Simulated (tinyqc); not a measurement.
# IGBT as a p-i-n diode in series with a MOS channel, on-state and switching loss, step by step

tinyqc, about 0.01 s, one thread, Intel Xeon 2.30GHz (shared host): `OMP_NUM_THREADS=1 python tinyqc.py 2590030 2590031 out.jsonl` Printed values are rounded.

High injection (n = p) in a drift layer from x = -W/2 (anode) to +W/2 (cathode side), recombination only in the layer with lifetime tau, ideal emitters. The channel feeds the cathode side and carries the whole current. Auger recombination, carrier-carrier scattering, emitter losses and the carrier dip under the p body are left out.

Inputs (values chosen for the exercise); material values close to those of silicon:
```
symbol    value        unit                                             meaning
T           300           K                                         temperature
Eg          1.1          eV                                            band gap
Nc      2.75e19       cm^-3              conduction-band density of states at T
Nv       2.7e19       cm^-3                 valence-band density of states at T
mn         1400  cm^2/(V s)                                   electron mobility
mp          480  cm^2/(V s)                                       hole mobility
W           200          um                            width of the drift layer
Nd       3.5e13       cm^-3                           doping of the drift layer
tau         2.9          us                             high-injection lifetime
J           100      A/cm^2                                     current density
Rch        0.51   mohm cm^2                 channel and accumulation resistance
Vdc        1200           V                                        link voltage
ks         0.07              turn-off energy per stored charge and link voltage
f             1         kHz                                 switching frequency
```

Constants: q = 1.602176634e-19 C, kB = 1.380649e-23 J/K, Vt = kB T/q. Results are converted to the units shown.

## Ambipolar length

b = mn/mp, B = (b - 1)/(b + 1), La = sqrt(2 Vt mn mp tau/(mn + mp)), y = W/(2 La).

b = 2.91667
B = 0.489362
La = 73.2094 um
y = 1.36595

## Carrier profile

2 x/W, point 0 to 8: [-1, -0.75, -0.5, -0.25, 0, 0.25, 0.5, 0.75, 1]

n(x) = (tau J/(2 q La))[cosh(x/La)/sinh y - B sinh(x/La)/cosh y]. x/La = (2 x/W) y.

n, point 0 to 8 (cm^-3): [1.93936e17, 1.41252e17, 1.05201e17, 8.15364e16, 6.74732e16, 6.13550e16, 6.24614e16, 7.09227e16, 8.77351e16]

The density is 2.21 times higher at the anode than at the cathode side, since holes are the slower carriers; its smallest listed value is 1750 times Nd.

## On-state voltage

n(x) = (tau J/(2 q La))[cosh(x/La)/sinh y - B sinh(x/La)/cosh y]. Vm = Vt [(8 b/(b + 1)^2)(sinh y/s) arctan(s sinh y) + B ln((1 + B tanh^2 y)/(1 - B tanh^2 y))], s = sqrt(1 - B^2 tanh^2 y); Vj = Vt ln(n(-W/2) n(W/2)/ni^2), ni = sqrt(Nc Nv) exp(-Eg/(2 Vt)), Eg in volts; Vc = J Rch; Von = Vm + Vj + Vc.

Vm = 0.0919789 V
Vj = 0.823805 V
Vc = 0.051 V
Von = 0.966784 V

Vm does not depend on J, since the carrier density grows with it. Junctions, layer and channel take 85, 9.5 and 5.3 % of Von.

## Stored charge, losses and the unipolar alternative

Stored charge tau J, turn-off energy Eoff = ks tau J Vdc, loss at half duty 0.5 J Von + f Eoff. A unipolar device on the same layer has Vu = J (W/(q mn Nd) + Rch).

stored charge = 290 uC/cm^2
Eoff = 24.36 mJ/cm^2
conduction loss = 48.3392 W/cm^2
switching loss = 24.36 W/cm^2
Vu = 254.806 V

Both losses would be equal at f = 1.98 kHz.
